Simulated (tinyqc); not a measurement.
# Worked calculation: strained Delta valleys, repopulation and conductivity mass

Computed by the program tinyqc: `OMP_NUM_THREADS=1 python tinyqc.py 2530044 2530045 out.jsonl`, one thread of a shared Intel Xeon 2.30GHz, about 0.01 s for the whole run. Printed values are rounded.

A cubic crystal with three pairs of conduction valleys along x, y and z under uniaxial stress X along [100] (X > 0 is tension); current along [010]. Non-degenerate electrons, fixed total density, one relaxation time for all valleys and stresses, masses unchanged by strain, so the mobility goes as the mean inverse mass.

Values chosen for this exercise; values close to those of silicon:
- T = 300 K (temperature)
- s11 = 7.87 1/TPa (compliance)
- s12 = -2.15 1/TPa (compliance)
- s44 = 12.7 1/TPa (compliance)
- Xu = 9.25 eV (shear deformation potential)
- ml = 0.89 m0 (longitudinal mass)
- mt = 0.191 m0 (transverse mass)
- X = -110 MPa (uniaxial stress (tension positive))

Constants: q = 1.602176634e-19 C, kB = 1.380649e-23 J/K, Vt = kB T/q. Results are converted to the units shown.

## Strain tensor

Stress s_ij = X a_i a_j with a the unit vector along [100]; strain e_ii = s11 s_ii + s12 (s_jj + s_kk), e_ij = s44 s_ij/2.

strain (%):
```
             x           y           z
x  -0.08657000  0.00000000  0.00000000
y   0.00000000  0.02365000  0.00000000
z   0.00000000  0.00000000  0.02365000
```

## Valley shifts and shares

Valley shift dE = Xu (n.e.n - trace(e)/3) with n the valley axis; share f proportional to exp(-dE/Vt).

```
valley   dE (meV)    share f
x       -6.796900  0.4258574
y        3.398450  0.2870713
z        3.398450  0.2870713
```

The splitting is 10.2 meV, 0.39 Vt.

## Conductivity mass and mobility

Inverse mass along the current d = [010]: (n.d)^2/ml + (1 - (n.d)^2)/mt; mu/mu0 = sum f (1/m) over the plain mean of 1/m.

1/m along d, valley x to z (1/m0): 5.235602  1.123596  5.235602
conductivity mass = 0.2465992 m0
unstrained value = 0.2587367 m0
mu/mu0 = 1.049219

The possible range, all electrons in one kind of valley, is 0.291 to 1.35.
